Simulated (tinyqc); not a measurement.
Two-band k.p model of the Delta valleys near the X point under shear strain, step by step. Values are carried at full precision from step to step, so a last printed digit may differ when a step is redone from the rounded ones.

Constants: hbar^2/2m0 = 3.80998211 eV angstrom^2.

Inputs chosen for the exercise (near those of Si; shifted at random, so the results belong to these values and not to a real crystal): a = 5.425 angstrom (lattice constant); ml = 0.931 m0 (longitudinal mass); mt = 0.194 m0 (transverse mass); kx0 = 0.149 2 pi/a (distance of the minimum from X); D = 13.5 eV (shear deformation potential); Mp = 0.231 m0 (coupling mass); exy = 0.0046 (shear strain); k = (-0.076, 0.002, 0.021) 1/angstrom (wave vector from X).

## Scales

k0 = kx0 2 pi/a; Delta = 2 c k0^2/ml with c = hbar^2/2m0, half the splitting of the two bands at k0; eta = D exy/Delta measures the shear coupling against it.

k0 = 0.17257 1/angstrom
Delta = 0.24375 eV
eta = 0.2548
splitting of the two bands at X, 2 |D exy| = 0.1242 eV

## The Hamiltonian at one k

Valley pair on the [001] axis, kz counted from the X point, c = hbar^2/2m0, k0 = kx0 2 pi/a. H = (c kz^2/ml + c (kx^2 + ky^2)/mt + c k0^2/ml) 1 + (2 c k0 kz/ml) sigma_z + (D exy - 2 c kx ky/Mp) sigma_x, so E = c kz^2/ml + c (kx^2 + ky^2)/mt + c k0^2/ml -/+ sqrt((2 c k0 kz/ml)^2 + (D exy - 2 c kx ky/Mp)^2). Without strain the lower band has its minima, E = 0, at kz = +/- k0. Shifts from diagonal strain are left out.

Fill in the 2 x 2 matrix (sigma_z diagonal) and give its levels.

H(k) (eV):
```
        1       2
1  0.2669  0.0671
2  0.0671  0.2075
```

levels (eV): 0.1638  0.3106

## Position, depth and masses of the minimum

For |eta| < 1: k_min = k0 sqrt(1 - eta^2), E_min = -Delta eta^2/2, ml(eta) = ml/(1 - eta^2), 1/m[110] = 1/mt + eta/Mp, 1/m[1-10] = 1/mt - eta/Mp. For |eta| > 1 the minimum sits at X: E_min = -Delta (2 |eta| - 1)/2, ml(eta) = ml/(1 - 1/|eta|), and eta is replaced by its sign in the transverse masses.

k_min = 0.1669 1/angstrom
E_min = -7.91 meV
ml(eta) = 0.996 m0

masses along [110] and [1-10] (m0): 0.1598  0.2468

The minimum has moved 3.3 % of the way to X; electrons are lighter along [110] (-17.6 % against mt) and heavier across (+27.2 %).

## The two bands along kz

kx = ky = 0, kz from 0 to 1.6 k0 in steps of 0.2 k0, with and without the strain.

Levels (eV):
```
kz/k0  kz (1/angstrom)    lower   upper  lower, no strain  upper, no strain
0.0             0.0000   0.0598  0.1840            0.1219            0.1219
0.2             0.0345   0.0478  0.2057            0.0780            0.1755
0.4             0.0690   0.0258  0.2570            0.0439            0.2389
0.6             0.1035   0.0069  0.3246            0.0195            0.3120
0.8             0.1381  -0.0048  0.4045            0.0049            0.3949
1.0             0.1726  -0.0078  0.4953            0.0000            0.4875
1.2             0.2071  -0.0016  0.5964            0.0049            0.5899
1.4             0.2416   0.0139  0.7076            0.0195            0.7020
1.6             0.2761   0.0390  0.8288            0.0439            0.8239
```

## Checks

- Depth of the minimum by numerical search against the closed form (eV): both -0.007911.
- Mass along [110] by finite differences against the closed form: both 0.1598.

(tinyqc, `OMP_NUM_THREADS=1 python tinyqc.py 1051568 1051569 out.jsonl`, Intel(R) Xeon(R) Processor @ 2.30GHz, 1 thread, shared host, about 0.01 s.)
